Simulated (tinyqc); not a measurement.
Deal-Grove kinetics of thermal oxidation of silicon. From one set of inputs to another, one input at a time. Computed by tinyqc, a small Python program. Command: `OMP_NUM_THREADS=1 python tinyqc.py 3013745 3013746 out.jsonl oxide ladder`. One thread of a shared host (Intel(R) Xeon(R) Processor @ 2.30GHz), about 0.1 s of CPU time with the checks.

Oxidant diffuses through the oxide and reacts at the interface, so that dx/dt = B/(A + 2x) for the oxide thickness x.

The inputs printed are set A. Inputs not listed in the table keep their values of set A, so the rows need not describe a real material.

Inputs (values chosen for the exercise, close to those used for silicon):

| quantity | value | unit |
|---|---|---|
| prefactor B0 | 711 | um^2/h |
| activation energy E_B | 1.23 | eV |
| prefactor (B/A)0 | 3.17e+06 | um/h |
| activation energy E_A | 1.99 | eV |
| temperature T | 975 | C |
| oxidant pressure p | 1 | atm |
| pressure exponent m of B/A | 0.72 | - |
| initial oxide x_i | 0.05 | um |
| time t | 0.18 | h |
| temperature of step 2, T2 | 1100 | C |
| time of step 2, t2 | 0.43 | h |

Ambient: dry oxygen. Surface: (100). Extension: second step.

Constants: k_B = 8.617333262e-05 eV/K.

Method:
- B = B0 p exp(-E_B/(k_B T)), B/A = (B/A)0 p^m exp(-E_A/(k_B T)), p in atm; A = B/(B/A).
- Temperatures in kelvin are T(C) + 273.15.
- tau = (x_i^2 + A x_i)/B and x = (A/2) [sqrt(1 + 4 B (t + tau)/A^2) - 1], the root of x^2 + A x = B (t + tau).
- Silicon consumed is 0.44 times the oxide grown; the rate is B/(A + 2x).
- Step 2 starts from the thickness x of step 1, with B and A at T2: tau2 = (x^2 + A2 x)/B2 and x2 = (A2/2) [sqrt(1 + 4 B2 (t2 + tau2)/A2^2) - 1].

Each row keeps all changes above it:

| input moved | from | to | length A (um) | tau (h) | thickness after both steps x2 (um) |
|---|---|---|---|---|---|
| set A | - | - | 0.26275 | 2.0360 | 0.08728 |
| temperature T (C) | 975 | 1150 | 0.11020 | 0.2556 | 0.10369 |
| prefactor (B/A)0 (um/h) and activation energy E_A (eV) | 3170000, 1.99 | 4060000, 2 | 0.09335 | 0.2287 | 0.10692 |
| prefactor B0 (um^2/h) and activation energy E_B (eV) | 711, 1.23 | 877, 1.25 | 0.09782 | 0.2251 | 0.10813 |
| time t (h) | 0.18 | 0.49 | 0.09782 | 0.2251 | 0.13812 |
| initial oxide x_i (um) | 0.05 | 0.005 | 0.09782 | 0.0157 | 0.11848 |

Where does the difference come from?

Length A goes from 0.263 to 0.0978, a factor 0.372 in all. The largest single move comes from temperature T (a factor 0.419). tau goes from 2.04 to 0.0157, a factor 0.00769 in all. The largest single move comes from initial oxide x_i (a factor 0.0696). Thickness after both steps x2 goes from 0.0873 to 0.118, a factor 1.36 in all. The largest single move comes from time t (a factor 1.28), and initial oxide x_i works against it (a factor 0.858). The single moves hold for this order of the switches; the total does not depend on the order.

Caution (rows initial oxide x_i): dry oxides grow faster than Deal-Grove predicts below about 0.03 um, so a start from a thinner film underestimates the thickness (a common remedy is x_i = 0.025 um).

Extremes, crossings and ranges named in words are read from the listed rows.
